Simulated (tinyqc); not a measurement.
# Gas flow in a process chamber: flow regimes, conductance, effective pumping speed, pump-down, outgassing and purge, step by step

A worked calculation. Computed by tinyqc, a small Python program that keeps every step. Command: `OMP_NUM_THREADS=1 python tinyqc.py 3121534 3121535 out.jsonl pump walk`. One thread of a shared host (Intel(R) Xeon(R) Processor @ 2.30GHz), about 0.06 s of CPU time with the checks. Intermediate numbers are printed to about 6 digits and carried at full precision; extremes and crossings named in words are read from the listed rows.

Ideal gas, isothermal flow, a pump of constant speed at the end of a round pipe; process gas, volume gas and outgassing are given the same properties. 1 sccm = 101325 Pa x 1e-6 m^3/60 s x T/273.15 K.

Inputs (values chosen for the exercise, modelled on nitrogen near room temperature):
```
quantity                     value            unit
molar mass M                 28.01           g/mol
molecular diameter            0.37              nm
viscosity eta                 17.8   micropascal s
temperature T                  350               K
chamber volume V                93               L
wall area                     0.47             m^2
pipe diameter d                2.5              cm
pipe length l                   94              cm
pump speed S                   5.7             L/s
process gas flow                17            sccm
outgassing rate after 1 h  5.2e-06  Pa m^3/(s m^2)
outgassing exponent n         0.83               -
starting pressure p0           120              Pa
target base pressure         2e-05              Pa
```

Constants: k_B = 1.380649e-23 J/K; u = 1.6605390666e-27 kg.

## Molecular flow

Mean speed c = sqrt(8 k_B T/(pi m)); aperture conductance C_a = c pi d^2/16; molecular pipe C_m = C_a/(1 + 3 l/(4 d)) (Dushman form); viscous pipe C_v = pi d^4 p_mean/(128 eta l); Knudsen interpolation C = C_v + C_m (1 + x)/(1 + 1.24 x), x = d p_mean sqrt(m/(k_B T))/eta. Effective speed 1/S_eff = 1/S + 1/C_m; time constant V/S_eff; pressure at which the free path k_B T/(sqrt2 pi d_m^2 p) equals d.

mean speed c = 514.357 m/s

C_a = 63.1211 L/s

C_m = 2.16168 L/s

S_eff in molecular flow = 1.56730 L/s

time constant = 59.3379 s

pressure where the free path equals d = 0.317792 Pa

The pipe passes on 27 % of the pump speed; a larger pump would gain little, since S_eff cannot exceed C_m.

## Process pressure

Steady flow: the pump inlet is at p_2 = Q/S, and the chamber pressure p_1 solves Q = C((p_1 + p_2)/2) (p_1 - p_2). Residence time = p_1 V/Q. Knudsen number = free path at the mean pressure over d.

throughput Q = 36.7859 Pa L/s

p_2 = 6.45366 Pa

chamber pressure p_1 = 11.7366 Pa

conductance C = 6.96312 L/s

residence time = 29.6719 s

Knudsen number = 0.0349409

The flow in the pipe is transitional.

## Purging a well-mixed chamber

With steady flow a contaminant decays as exp(-t/residence time); gas used = flow x time.

time to dilute 1e3 times = 204.966 s

time to dilute 1e6 times = 409.932 s

gas used for 1e6 = 116.147 standard cm^3

## Pump-down curve

Pump-down: V dp/dt = -S_eff(p) p + q(t) A, with S_eff = S p_2/p, where p_2 solves C((p + p_2)/2) (p - p_2) = S p_2 at each moment, and q(t) = q_1 (1 h/(t + 10 s))^n; integrated adaptively. At long times p = q(t) A/S_eff. S_eff(p) is tabulated at 260 pressures and interpolated in ln p. Comparison columns: p0 exp(-t/time constant) with the molecular S_eff (0 below 1e-26 p0), and the outgassing limit.

Pressure against time:
```
t (s)        p (Pa)  S_eff (L/s)  volume gas only (Pa)  outgassing limit (Pa)
0.3     1.17984e+02      5.25113           1.19395e+02            2.01385e-01
1       1.13421e+02      5.23393           1.17995e+02            1.90689e-01
3       1.01407e+02      5.18311           1.14084e+02            1.66000e-01
10      6.91904e+01      4.97026           1.01389e+02            1.16098e-01
30      2.59766e+01      4.09430           7.23787e+01            6.53088e-02
100     3.22989e+00      1.97559           2.22474e+01            2.82049e-02
300     1.19120e-01      1.52590           7.64676e-01            1.19358e-02
1000    4.73492e-03      1.56467           5.75664e-06            4.47811e-03
3600    1.57860e-03      1.56641                     0            1.55579e-03
20000   3.76512e-04      1.56708                     0            3.75531e-04
100000  9.88268e-05      1.56724                     0            9.87746e-05
```

From t = 1000 s on the pressure is within 20 % of the outgassing limit, which falls only as (t + 10 s)^-0.83: walls, not volume, set the time to base pressure. Early on viscous flow raises S_eff to 5.25 L/s, 3.4 times its molecular value.

## Time to base pressure

From the outgassing limit: t = 1 h x (q_1 A/(S_eff p_target))^(1/n) - 10 s; monolayer time at the target = 1e19 m^-2 x 4 k_B T/(p c) for unit sticking.

time to the target = 190.290 h

monolayer time = 18.7896 s

Caution: beyond some 100 h the power law gives way to slower sources such as permeation and bulk diffusion; baking is the usual remedy.

Checks made by the program: throughput from C and the pressure drop (relative difference below 1e-10).
